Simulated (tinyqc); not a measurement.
k.p values derived from sp3s* tight binding at Gamma: one step. Linear terms and the Kane energy. Three cases, with inputs chosen for the exercise.

Question. <s state|dH/dkx|x state> = i P with P = (a/4)(sa pc Vsapc + sc pa Vscpa), sa, sc and pa, pc being the parts of the two states; for s* on the anion P = (a/4) pc Vxapc, on the cation (a/4) pa Vpaxc. Ep = P^2/c for S+ to P-.

At Gamma the states are two-level mixtures: s-like S+ (upper) and S- (lower) from [[Esa, Vss], [Vss, Esc]], p-like P- (valence) and P+ from [[Epa, Vxx], [Vxx, Epc]], and the bare s* levels. With real k in 1/angstrom and kz = 0, the phase sums over the four bonds are g0 = 1 - (a k/4)^2/2, g1 = i a kx/4, g3 = -(a/4)^2 kx ky to second order. Each mixture is written (anion, cation) with the anion part positive. c = hbar^2/2m0. No spin-orbit coupling.

Constants: hbar^2/2m0 = 3.80998211 eV angstrom^2.

Give: Couplings; Ep.

Case 1.

Values chosen (near a published set for Ge, fitted to gaps, whose masses and valley positions are rough; not measured data): a = 5.663 angstrom (lattice constant); Vsapc = 5.488 eV (s anion, p cation); Vscpa = 5.488 eV (s cation, p anion); Vxapc = 5.175 eV (s* anion, p cation); Vpaxc = 5.175 eV (p anion, s* cation); Exa = 6.384 eV (s* level of the anion); Exc = 6.384 eV (s* level of the cation).

States:

| state | E (eV) | anion part | cation part |
|---|---|---|---|
| S- | -12.576000 | 0.7071068 | 0.7071068 |
| P- | -0.018000 | 0.7071068 | -0.7071068 |
| S+ | 0.894000 | 0.7071068 | -0.7071068 |
| P+ | 3.224000 | 0.7071068 | 0.7071068 |

Answer.

Couplings:

| pair | P (eV angstrom) | E(first) - E(second) (eV) |
|---|---|---|
| S+ to P- | -7.7696 | 0.9120 |
| S+ to P+ | 0.0000 | -2.3300 |
| S- to P- | 0.0000 | -12.5580 |
| s*a to P- | -5.1806 | 6.4020 |
| s*c to P- | 5.1806 | 6.4020 |

Ep = 15.844 eV

Case 2.

Values chosen (near a published set for GaSb, fitted to gaps, whose masses and valley positions are rough; not measured data): a = 6.101 angstrom (lattice constant); Vsapc = 4.947 eV (s anion, p cation); Vscpa = 4.648 eV (s cation, p anion); Vxapc = 4.981 eV (s* anion, p cation); Vpaxc = 4.224 eV (p anion, s* cation); Exa = 6.628 eV (s* level of the anion); Exc = 5.978 eV (s* level of the cation).

States:

| state | E (eV) | anion part | cation part |
|---|---|---|---|
| S- | -11.969893 | 0.7956877 | 0.6057071 |
| P- | 0.000698 | 0.8792022 | -0.4764488 |
| S+ | 0.796893 | 0.6057071 | -0.7956877 |
| P+ | 3.777302 | 0.4764488 | 0.8792022 |

Answer.

Couplings:

| pair | P (eV angstrom) | E(first) - E(second) (eV) |
|---|---|---|
| S+ to P- | -7.1370 | 0.7962 |
| S+ to P+ | 1.3306 | -2.9804 |
| S- to P- | 0.9149 | -11.9706 |
| s*a to P- | -3.6197 | 6.6273 |
| s*c to P- | 5.6644 | 5.9773 |

Ep = 13.369 eV

Case 3.

Values chosen (near a published set for GaAs, fitted to gaps, whose masses and valley positions are rough; not measured data): a = 5.648 angstrom (lattice constant); Vsapc = 4.498 eV (s anion, p cation); Vscpa = 5.798 eV (s cation, p anion); Vxapc = 4.825 eV (s* anion, p cation); Vpaxc = 4.828 eV (p anion, s* cation); Exa = 8.555 eV (s* level of the anion); Exc = 6.753 eV (s* level of the cation).

States:

| state | E (eV) | anion part | cation part |
|---|---|---|---|
| S- | -12.538480 | 0.8382539 | 0.5452801 |
| P- | -0.007413 | 0.8820894 | -0.4710821 |
| S+ | 1.511480 | 0.5452801 | -0.8382539 |
| P+ | 4.721413 | 0.4710821 | 0.8820894 |

Answer.

Couplings:

| pair | P (eV angstrom) | E(first) - E(second) (eV) |
|---|---|---|
| S+ to P- | -7.6849 | 1.5189 |
| S+ to P+ | -0.1780 | -3.2099 |
| S- to P- | 1.4297 | -12.5311 |
| s*a to P- | -3.2094 | 8.5624 |
| s*c to P- | 6.0133 | 6.7604 |

Ep = 15.501 eV

The two terms of S+ to P- have the same sign and add: S+ and P- both change sign from anion to cation. An on-site momentum element between s and p, which real atoms have, is absent from this model.

Computed by tinyqc, one run a case: `OMP_NUM_THREADS=1 python tinyqc.py N N+1 out.jsonl` with N = 1452258, 1452433, 1452453; one thread of a shared Intel(R) Xeon(R) Processor @ 2.30GHz, about 0.01 s a run at most.
